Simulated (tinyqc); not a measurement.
Length of a molecular wire: coherent transport through a tight-binding bridge. Computed by the program tinyqc. T = Gamma_L Gamma_R |G_1n|^2 with the self-energies of semi-infinite chains.

A uniform bridge between two chains:

| parameter | value |
|---|---|
| site energy (eV) | 5.730000 |
| hopping in the bridge (eV) | 1.450000 |
| lead hopping (eV) | 1.930000 |
| couplings (eV) | 1.18, 1.05 |
| E (eV) | -0.430000 |

Transmission against length:

| sites | T | ln T |
|---|---|---|
| 2 | 2.7271e-03 | -5.905 |
| 3 | 1.7074e-04 | -8.675 |
| 4 | 1.0682e-05 | -11.447 |
| 5 | 6.6821e-07 | -14.219 |
| 6 | 4.1802e-08 | -16.990 |
| 7 | 2.6150e-09 | -19.762 |
| 8 | 1.6359e-10 | -22.534 |
| 9 | 1.0234e-11 | -25.305 |
| 10 | 6.4019e-13 | -28.077 |

What does the comparison show, and why?

E lies outside the band of the bridge (|E - e|/2h = 2.124 > 1), so T decays as exp(-beta n) with beta = 2 arccosh(2.124) = 2.7717 a site; the last two rows give 2.7717.
